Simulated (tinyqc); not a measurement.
Inputs raised by 10 %, one at a time: bottom-up copper filling of a trench by curvature-enhanced accelerator coverage. Computed by tinyqc, a small Python program. Command: `OMP_NUM_THREADS=1 python tinyqc.py 3015523 3015524 out.jsonl superfill sens`. One thread of a shared host (Intel(R) Xeon(R) Processor @ 2.30GHz), about 0.1 s of CPU time with the checks.

A rectangular trench keeps vertical walls and a flat floor. An accelerator floats on the surface; where area is lost in the corners it is passed on to the floor.

Inputs (values chosen for the exercise, close to those used for damascene copper plating):
```
quantity                                           value     unit
trench width w                                       250       nm
aspect ratio h/w                                     2.1        -
exchange current of the suppressed surface i_0     0.012  mA/cm^2
exchange current of the accelerated surface i_1      1.8  mA/cm^2
transfer coefficient alpha                          0.53        -
overpotential eta                                    0.2        V
starting coverage theta_0                         0.0091        -
adsorption rate k_a                                4e-05      1/s
cupric ion concentration C                          0.78    mol/l
diffusivity D                                    5.9e-06   cm^2/s
boundary layer delta                                  72       um
temperature T                                        298        K
```

Constants: e = 1.602176634e-19 C; N_A = 6.02214076e+23 1/mol; k_B = 8.617333262e-05 eV/K.

Method. Kinetic current i_k = [i_0 (1 - theta) + i_1 theta] exp(alpha eta/(k_B T)), limit i_L = 2 F D C/delta, i = 1/(1/i_k + 1/i_L); velocity v = i Omega/(2F), Omega = 7.11 cm^3/mol, F = e N_A. Depletion inside the trench is ignored. Half width x, floor height y, depth h = aspect ratio x w. dx/dt = -v_s, dy/dt = v_b. d theta_b/dt = k_a (1 - theta_b) + [theta_s v_b + theta_b v_s]/x: the floor takes the accelerator of the wall it covers and keeps its own as it narrows. d theta_s/dt = k_a (1 - theta_s). theta_b is capped at 1. Integrate (tolerance 1e-9) until the walls meet (x = 0.02 w/2) or the floor passes the original mouth y = h. Start: x = w/2, y = 0, theta_b = theta_s = theta_0. Height filled = y/h, opening left = x/(w/2).

Runs; columns: (1) input moved; (2) from; (3) to; (4) time at the end (s); (5) opening left, as a share of w; (6) ratio v(1)/v(theta_0); (7) share of the height filled from the floor:
```
(1)                                                           (2)      (3)    (4)      (5)    (6)  (7)
base run                                                        -        -  155.6  0.05498  33.89    1
trench width w (nm)                                           250      275  169.0  0.05427  33.89    1
exchange current of the suppressed surface i_0 (mA/cm^2)    0.012   0.0132  152.0  0.04887  32.54    1
exchange current of the accelerated surface i_1 (mA/cm^2)     1.8     1.98  147.2  0.05784  33.67    1
overpotential eta (V)                                         0.2     0.22  110.6  0.04007  27.46    1
starting coverage theta_0                                  0.0091  0.01001  149.1  0.05807  32.07    1
boundary layer delta (um)                                      72     79.2  156.4  0.05125  32.40    1
cupric ion concentration C (mol/l)                           0.78    0.858  155.0  0.05833  35.38    1
```

Exponents ln(y'/y) / ln(x'/x); columns: (1) input; (2) time at the end; (3) opening left, as a share of w; (4) ratio v(1)/v(theta_0); (5) share of the height filled from the floor:
```
(1)                                                 (2)     (3)     (4)  (5)
trench width w                                    0.865  -0.136   0.000    0
exchange current of the suppressed surface i_0   -0.250  -1.237  -0.426    0
exchange current of the accelerated surface i_1  -0.586   0.531  -0.070    0
overpotential eta                                -3.584  -3.320  -2.206    0
starting coverage theta_0                        -0.451   0.572  -0.579    0
boundary layer delta                              0.051  -0.737  -0.472    0
cupric ion concentration C                       -0.046   0.619   0.450    0
```

Among the inputs moved here: time at the end answers most in size to overpotential eta (exponent -3.584), next to trench width w (+0.865). Opening left, as a share of w answers most in size to overpotential eta (exponent -3.320), next to exchange current of the suppressed surface i_0 (-1.237). Ratio v(1)/v(theta_0) answers most in size to overpotential eta (exponent -2.206), next to starting coverage theta_0 (-0.579); its exponent is below 0.0005 for trench width w. share of the height filled from the floor hardly depends on these (all exponents below 0.005).

Caution (all rows): real profiles develop slanted corners, and accelerator is consumed; both are left out.
